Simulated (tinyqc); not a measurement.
On-chip power grid, static voltage drop by conjugate gradients: two steps of the calculation.

A grid of 4 rows and 3 columns, node k = 3 row + column. Neighbours in a row are joined by Rx, in a column by Ry; pad nodes, which reach the supply through Rp: 0, 2, 9, 11. Each node draws I0, node 8 draws kh I0. The drops u = Vdd - V solve G u = i, with G the conductance matrix (1/Rp added on the diagonal at pad nodes).

Values chosen for this exercise:
- Vdd = 0.75 V (supply voltage)
- Rx = 0.38 ohm (resistance of a horizontal segment)
- Ry = 0.27 ohm (resistance of a vertical segment)
- Rp = 0.17 ohm (resistance from a pad node to the supply)
- I0 = 1.2 mA (load current of an ordinary node)
- kh = 8 (factor on the load at the hot node)

Question 1. Conjugate-gradient step. q = G p; with z = r/G_kk: a = (r.z)/(p.q); u(new) = u + a p; r(new) = r - a q; b = (r.z)(new)/(r.z); p(new) = z(new) + b p.

u at the start (mV):
```
,col 0,col 1,col 2
row 0,0,0,0
row 1,0,0,0
row 2,0,0,0
row 3,0,0,0
```

r at the start (mA):
```
,col 0,col 1,col 2
row 0,1.2,1.2,1.2
row 1,1.2,1.2,1.2
row 2,1.2,1.2,9.6
row 3,1.2,1.2,1.2
```

p at the start (mV):
```
,col 0,col 1,col 2
row 0,0.098218677,0.13382609,0.098218677
row 1,0.11953398,0.094707692,0.11953398
row 2,0.11953398,0.094707692,0.95627184
row 3,0.098218677,0.13382609,0.098218677
```

Wanted: q; a; u after iteration 1; r after iteration 1; b; p after iteration 1.

Answer 1.

q (mA):
```
,col 0,col 1,col 2
row 0,0.405,0.332,0.405
row 1,0.144,-0.276,-2.955
row 2,0.144,-2.477,8.544
row 3,0.405,0.332,-2.694
```

a = 1.411

u after iteration 1 (mV):
```
,col 0,col 1,col 2
row 0,0.139,0.189,0.139
row 1,0.169,0.134,0.169
row 2,0.169,0.134,1.349
row 3,0.139,0.189,0.139
```

r after iteration 1 (mA):
```
,col 0,col 1,col 2
row 0,0.628,0.731,0.628
row 1,0.996,1.589,5.369
row 2,0.996,4.695,-2.454
row 3,0.628,0.731,5.001
```

b = 0.7404

p after iteration 1 (mV):
```
,col 0,col 1,col 2
row 0,0.1242,0.1806,0.1242
row 1,0.1878,0.1955,0.6233
row 2,0.1878,0.4407,0.4636
row 3,0.1242,0.1806,0.4820
```

Question 2. Worst drop, pad currents and power lost. Pad current u/Rp; worst drop as a share of Vdd; power lost in the grid and pads sum_k i_k u_k; power delivered sum_k i_k (Vdd - u_k).

converged u (mV):
```
,col 0,col 1,col 2
row 0,0.8245170,1.3773223,0.9678873
row 1,1.4172613,1.7370193,1.8902057
row 2,1.4588091,1.8910699,2.5973672
row 3,0.8692243,1.5264102,1.2143714
```

Find: worst drop; share of Vdd; pad currents; power lost; power delivered.

Answer 2.

worst drop = 2.597 mV
share of Vdd = 0.3463 %
pad currents (mA): node 0 4.850, node 2 5.693, node 9 5.113, node 11 7.143
power lost = 0.04314 mW
power delivered = 17.06 mW

The pad currents add up to the total load, 22.80 mA. The worst drop is at node 8; the hot node is 8.

Numbers from tinyqc (`OMP_NUM_THREADS=1 python tinyqc.py 2770153 2770154 out.jsonl`; about 0.1 s on one thread of a shared Intel Xeon 2.30GHz).
